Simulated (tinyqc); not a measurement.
Three programmes: liquidus of a compound AB in a simple-solution melt, liquid-phase epitaxy and vapour pressures. Computed by tinyqc, a small Python program. Command: `OMP_NUM_THREADS=1 python tinyqc.py 3024515 3024516 out.jsonl liq35 walk`. One thread of a shared host (Intel(R) Xeon(R) Processor @ 2.30GHz), about 0.02 s of CPU time with the checks.

x is the atom fraction of B in the melt. The melt is a simple solution: R T ln gamma_B = W (1 - x)^2, R T ln gamma_A = W x^2, W = a + b T. The solid AB is stoichiometric.

Inputs (values chosen for the exercise, for a model compound): melting point T_F = 1561 K; entropy of fusion S_F = 72 J/(mol K); interaction a = 21.8 kJ/mol; interaction slope b = -41.4 J/(mol K); saturation temperature T = 1111 K; step dT = 2.9 K; cooling rate c = 1.9 K/min; diffusivity in the melt D = 0.00011 cm^2/s; molar volume of the melt V_L = 11.9 cm^3/mol; lattice constant a0 = 5.653 angstrom; melt depth w = 9.2 mm.

Constants: R = 8.314462618 J/(mol K); N_A = 6.02214076e+23 1/mol; k_B = 8.617333262e-05 eV/K.

Method:
- Liquidus (Vieland): f(x) = R T ln[4 x (1 - x)] + 2 W (1/2 - x)^2 + S_F (T_F - T) = 0.
- Newton steps with f' = (1 - 2x)[R T/(x (1 - x)) - 2 W], from the dilute estimate x = (1/4) exp[-(S_F (T_F - T) + W/2)/(R T)]; stop below 1e-13; f under 1e-6 shown as 0.
- dx/dT = -(df/dT)/f', df/dT = R ln[4 x (1 - x)] + 2 b (1/2 - x)^2 - S_F, f' = (1 - 2x)[R T/(x (1 - x)) - 2 W]. Concentrations: C_L = x N_A/V_L in the melt, C_S = 4/a0^3 in the solid; m = dT/dC_L.
- Semi-infinite melt (Hsieh): step d = 2 dT sqrt(D t/pi)/(C_S m); ramp d = (4/3) c sqrt(D/pi) t^(3/2)/(C_S m); supercooling is their sum. A melt of depth w can give at most w (undercooling)/(C_S m).

C_S = 2.21423e+22 1/cm^3

slope m = 7.27784e-20 K cm^3

dx/dT = 2.71515e-04 1/K

solubility x = 0.0250539

Thickness (micrometre):
```
t (min)    step        ramp  supercooling  sqrt(D t) (mm)
0.2      0.7378  6.4448e-02         0.802          0.3633
0.5      1.1665  2.5475e-01         1.421          0.5745
1.0      1.6497  7.2055e-01         2.370          0.8124
2.0      2.3330  2.0380e+00         4.371          1.1489
5.0      3.6888  8.0560e+00        11.745          1.8166
10.0     5.2167  2.2786e+01        28.003          2.5690
20.0     7.3776  6.4448e+01        71.826          3.6332
```

Step cooling goes as t^(1/2), ramp cooling as t^(3/2); they are equal at t = 3 dT/(2 c) = 2.29 min. The local exponent of their sum runs from 0.62 to 1.36. Rows with sqrt(D t) above about half the depth of 9.2 mm are overestimates. In the late ramp rows the undercooling is so large that the liquidus slope is not constant.
